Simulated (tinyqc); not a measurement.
# Dose and depth of a threshold implant

Inverse problem. A sheet of D acceptors per cm^2 lies at depth xi inside the depleted layer of a body doped Na. In the depletion approximation VT = Vfb + f2 + q D/Cox + gamma sqrt(f2 + Vsb - q D xi/(eps0 eps_r)), gamma = sqrt(2 eps0 eps_r q Na)/Cox, Cox = eps0 eox/tox. Find gamma, D and xi.

Inputs (values chosen for the exercise); band and dielectric values close to those of 4H silicon carbide: relative permittivity eps_r = 9.74; acceptor density deep in the body Na = 2e17 cm^-3; relative permittivity of the gate insulator (close to hafnium oxide) eox = 21.7; insulator thickness tox = 3.9 nm; flat-band voltage Vfb = -0.66 V; band bending 2 phiF at threshold f2 = 3.022 V.

Constants: q = 1.602176634e-19 C, eps0 = 8.8541878128e-14 F/cm where lengths are in cm. Results are converted to the units shown.

VT against the source at Vsb = 0 and 2.8 V (V): [2.4685176, 2.5027700]

Solution. With y^2 = f2 - q D xi/(eps0 eps_r) and d the difference of the thresholds over gamma, sqrt(y^2 + Vsb) - y = d gives y = (Vsb - d^2)/(2 d). The first threshold then gives D, and y^2 gives xi.

gamma = 0.04772 V^0.5
D = 9.400e11 cm^-2
xi = 28.00 nm

tinyqc, about 0.6 s, one thread, Intel Xeon 2.30GHz (shared host): `OMP_NUM_THREADS=1 python tinyqc.py 2080165 2080166 out.jsonl`
